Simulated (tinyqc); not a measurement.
Band-to-band tunnelling in a uniform field: complex band structure along [001] in sp3s* tight binding.

For k = (0, 0, kz) the phase sums are g0 = cos(phi) and g3 = i sin(phi), phi = kz a/4, and the s, pz, s* orbitals of anion (a) and cation (c) decouple from px, py. With z = exp(i phi), H(z) = H0 + z T + T^T/z for any complex z. H0 is diagonal (Esa, Epa, Exa, Esc, Epc, Exc). The anion-cation block is B(z) = z U + W/z and the cation-anion block z W^T + U^T/z, where U has Vss/2 (s,s), Vsapc/2 (s,z), -Vscpa/2 (z,s), Vxx/2 (z,z), Vxapc/2 (s*,z), -Vpaxc/2 (z,s*), and W has the same values with the s-z and s*-z signs reversed. |z| = 1 is a band state, |z| < 1 decays along [001] as exp(-kappa d) over a distance d, kappa = -(4/a) ln|z|. No spin-orbit coupling.

Constants: hbar^2/2m0 = 3.80998211 eV angstrom^2.

Inputs chosen for the exercise (out of a larger set: near a published set for GaSb, fitted to gaps, whose masses and valley positions are rough (light masses up to twice too heavy); not measured data): p = (-7.264, 0.85, -3.907, 2.926, 6.619, 6.023, -6.124, 1.577, 4.148, 4.946, 4.637, 4.995, 4.227) eV (order Esa, Epa, Esc, Epc, Exa, Exc, Vss, Vxx, Vxy, Vsapc, Vscpa, Vxapc, Vpaxc); a = 6.09 angstrom (lattice constant).

Ev = 0.00005 eV
EG (direct gap) = 0.76432 eV

masses of this model, from the curvature at Gamma (m0): m_lh 0.05307, m_e 0.06497

WKB at zero transverse momentum: T = exp(-2 I/(eF)), I = integral of kappa dE across the direct gap (8 Gauss-Legendre points in theta, E = EG sin^2 theta, 0 to pi/2); 1 MV/cm = 0.01 V/angstrom. The two-band form gives I = (pi/8) sqrt(m/c) EG^(3/2) with m = 2 m_lh m_e/(m_lh + m_e).

Tunnelling:
```
F (MV/cm)  path EG/eF (angstrom)  exponent 2I/eF  T, tight binding  T, two-band
0.50                       152.9          12.965          2.34e-06     2.27e-06
0.75                       101.9           8.643          0.000176     0.000173
1.00                        76.4           6.482           0.00153      0.00151
1.50                        51.0           4.322            0.0133       0.0131
2.00                        38.2           3.241            0.0391       0.0388
3.00                        25.5           2.161             0.115        0.115
4.00                        19.1           1.621             0.198        0.197
```

I, tight binding = 0.032412 eV/angstrom
I, two-band = 0.032493 eV/angstrom

The two-band integral is +0.25 % from the tight-binding one, which makes the two-band T 0.9683 times the other at 0.5 MV/cm and 0.996 times at 4 MV/cm. Doubling the field from 1 to 2 MV/cm halves the exponent and raises T by a factor 25.6. Where the exponent falls below about 2 the WKB form is only a guide.

Program tinyqc; command `OMP_NUM_THREADS=1 python tinyqc.py 1481431 1481432 out.jsonl`; about 0.02 s on one thread of a shared Intel(R) Xeon(R) Processor @ 2.30GHz.
